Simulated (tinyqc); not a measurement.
Mobility of a non-polar semiconductor in the relaxation-time approximation: one step, computed by the program tinyqc.

Each valley is treated as a sphere of mass m_d for states and rates, with one isotropic relaxation time; the conductivity mass m_c sets the current.

Question. Rates at a few energies. Parabolic band: E = hbar^2 k^2/(2 m), speed v = hbar k/m, states per spin, volume and energy g(E) = m k/(2 pi^2 hbar^2). Here m = m_d. Masses are multiplied by m_0 and all formulas are in SI units. Phonon occupation N_q = 1/(exp(hbar w/(k_B T)) - 1). Acoustic deformation potential (elastic, equipartition, absorption and emission together): 1/tau = 2 pi k_B T D_A^2 g(E)/(hbar rho v_l^2). Optical or intervalley deformation potential: 1/tau = (pi Z_f D_o^2/(rho w)) [N_q g(E + hbar w) + (N_q + 1) g(E - hbar w)], with g = 0 below the band edge. Each optical term is multiplied by (1 - f(E'))/(1 - f(E)), E' the final energy, for Pauli blocking. Singly charged impurities, momentum relaxation: 1/tau = N_I e^4 m (1 + 2 alpha E) Phi/(8 pi (eps_s eps_0)^2 hbar^3 k^3), with alpha = 0 for a parabolic band. Brooks-Herring: Phi = ln(1 + b) - b/(1 + b), b = 4 k^2 L_s^2.

Inputs (values chosen for the exercise, for a model non-polar semiconductor):

| quantity | value | unit |
|---|---|---|
| static permittivity eps_s | 17.2 | - |
| density rho | 5440 | kg/m^3 |
| sound velocity v_l | 11500 | m/s |
| acoustic deformation potential D_A | 12 | eV |
| phonon energy hbar w | 35.7 | meV |
| optical or intervalley deformation potential D_o | 6.4 | 1e8 eV/cm |
| final valleys Z_f | 3 | - |
| temperature T | 77 | K |

Band: parabolic. Impurity formula: Brooks-Herring. Further scattering: none.

reduced Fermi level eta = -10.15049

density-of-states mass m_d = 0.7177761 m_0

ionised impurity density N_I = 1.627500e+15 1/cm^3

screening length L_s = 142.6387 nm

Constants: k_B = 8.617333262e-05 eV/K; k_B = 1.380649e-23 J/K; e = 1.602176634e-19 C; hbar = 1.054571817e-34 J s; m_0 = 9.1093837015e-31 kg; hbar = 6.582119569e-16 eV s; eps_0 = 8.8541878128e-12 F/m.

Give: Rates (1e12/s) at E = (max(eta, 0) + 0.5, 1, 2, 4) k_B T.

Answer.

Rates (1e12/s) at E = (max(eta, 0) + 0.5, 1, 2, 4) k_B T:

| E (meV) | acoustic | optical | ionised impurity |
|---|---|---|---|
| 3.318 | 0.24233 | 0.039692 | 0.49458 |
| 6.635 | 0.34271 | 0.041345 | 0.19094 |
| 13.271 | 0.48467 | 0.044466 | 0.07319 |
| 26.541 | 0.68542 | 0.050130 | 0.02789 |
